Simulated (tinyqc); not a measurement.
Random telegraph noise from one oxide trap in a small MOSFET: one step of the calculation.

An acceptor-like trap exchanges electrons with the channel. Inversion charge Q = Cox u, u = n Vt W0(exp((Vg - VT)/(n Vt))), W0 the Lambert function, n = nf, Cox = eps0 eox/tox; linear regime Id = (W/L) mu Q Vd. Relative to threshold the surface potential rises by Vt ln(u/u0) and the oxide voltage by the rest of Vg - VT, with u0 = n Vt W0(1).

Question. Lorentzian spectrum. Spectrum S(f) = 4 dI^2/{(tc + te)[(1/tc + 1/te)^2 + (2 pi f)^2]}; corner fc = (1/tc + 1/te)/(2 pi); variance dI^2 tc te/(tc + te)^2. Give S at f = 0, at fc and at 10 fc.

tc = 0.0021705500 s
te = 0.0040993368 s
dI = 3.2232343 nA

Wanted: fc; S(0); S(fc); S(10 fc); rms current.

Answer.

fc = 112.15 Hz
S(0) = 1.3348e-20 A^2/Hz
S(fc) = 6.6742e-21 A^2/Hz
S(10 fc) = 1.3216e-22 A^2/Hz
rms current = 1.5335 nA

The rms value is 0.476 of the step; it reaches its largest share, 1/2, when tc = te.

Range of the model: VT is taken as given; short-channel effects and the uneven flow of current among few electrons are left out.

tinyqc, about 0.01 s, one thread, Intel Xeon 2.30GHz (shared host): `OMP_NUM_THREADS=1 python tinyqc.py 2710031 2710032 out.jsonl`
